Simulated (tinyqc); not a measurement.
# From one set of inputs to another, one input at a time

Model: two-step dopant diffusion (predeposition and drive-in) with a constant diffusivity. Computed by tinyqc, a small Python program. Command: `OMP_NUM_THREADS=1 python tinyqc.py 3025538 3025539 out.jsonl dopdiff ladder`. One thread of a shared host (Intel(R) Xeon(R) Processor @ 2.30GHz), about 0.09 s of CPU time with the checks.

Fick diffusion into a half space x > 0 whose background doping C_B is of the opposite type, so that a junction lies where C = C_B.

The inputs printed are set A. Set A is modelled on aluminium in silicon; the values taken over come from a set modelled on gallium in silicon. Inputs not listed in the table keep their values of set A, so the rows need not describe a real material.

Inputs (values chosen for the exercise, modelled on aluminium in silicon):

| quantity | value | unit |
|---|---|---|
| prefactor D0 | 1.45 | cm^2/s |
| activation energy E | 3.4 | eV |
| surface concentration C_s | 3e+18 | 1/cm^3 |
| background doping C_B | 2.2e+14 | 1/cm^3 |
| predeposition temperature T1 | 1000 | C |
| predeposition time t1 | 60 | min |
| drive-in temperature T2 | 1150 | C |
| drive-in time t2 | 60 | min |
| ramp rate | 20 | C/min |
| stand-by temperature | 800 | C |

Furnace ramps of the drive-in: linear ramps.

Constants: k_B = 8.617333262e-05 eV/K.

Method:
- D = D0 exp(-E/(k_B T)).
- Temperatures in kelvin are T(C) + 273.15.
- Times in seconds are 60 times the minutes.
- One ramp between the stand-by temperature and T2 adds int D dT / rate (40-point Gauss-Legendre); the usual estimate counts it as an extra time k_B T2^2/(E rate) at T2. (Dt)2 = D2 t2 + two ramps, times in seconds.
- C = C_s erfc(x/(2 sqrt(D1 t1))); dose Q = 2 C_s sqrt(D1 t1/pi); the junction solves erfc(z) = C_B/C_s with x_j = 2 z sqrt(D1 t1).
- With a sealed surface and a thin source, C = Q/sqrt(pi (Dt)2) exp(-x^2/(4 (Dt)2)); x_j = 2 sqrt((Dt)2 ln(C(0)/C_B)); gradient at the junction |dC/dx| = C_B x_j/(2 (Dt)2).
- Exact two-step profile: C = (2 C_s/pi) int_0^alpha exp(-beta (1 + u^2))/(1 + u^2) du with alpha = sqrt(D1 t1/(Dt)2), beta = x^2/(4 (D1 t1 + (Dt)2)).
- The integral takes 48 Gauss-Legendre points; solve C(x) = C_B.

Each row keeps all changes above it:

| input moved | from | to | dose Q (1/cm^2) | gradient at the junction (1/cm^4) | exact junction depth (um) |
|---|---|---|---|---|---|
| set A | - | - | 4.5598e+13 | 8.3484e+18 | 3.9417 |
| drive-in temperature T2 (C) | 1150 | 1075 | 4.5598e+13 | 1.9044e+19 | 1.9886 |
| drive-in time t2 (min) | 60 | 90 | 4.5598e+13 | 1.5541e+19 | 2.3409 |
| prefactor D0 (cm^2/s) and activation energy E (eV) | 1.45, 3.4 | 0.302, 3.37 | 2.3858e+13 | 2.9937e+19 | 1.2170 |
| predeposition time t1 (min) | 60 | 5 | 6.8873e+12 | 2.7510e+19 | 1.0821 |
| background doping C_B (1/cm^3) | 2.2e+14 | 5.5e+15 | 6.8873e+12 | 4.9730e+20 | 0.7823 |
| surface concentration C_s (1/cm^3) | 3e+18 | 4.5e+18 | 1.0331e+13 | 5.2510e+20 | 0.8260 |

Dose Q goes from 4.56e13 to 1.03e13, a factor 0.227 in all. The largest single move comes from predeposition time t1 (a factor 0.289), and surface concentration C_s works against it (a factor 1.50). Gradient at the junction goes from 8.35e18 to 5.25e20, a factor 62.9 in all. The largest single move comes from background doping C_B (a factor 18.1). Exact junction depth goes from 3.94 to 0.826, a factor 0.210 in all. The largest single move comes from drive-in temperature T2 (a factor 0.505), and drive-in time t2 works against it (a factor 1.18). The single moves hold for this order of the switches; the total does not depend on the order.

Caution (rows drive-in temperature T2, drive-in time t2, prefactor D0): the drive-in budget is under fifteen times D1 t1, so the source is not thin and the Gaussian junction is too shallow.

Extremes, crossings and ranges named in words are read from the listed rows.
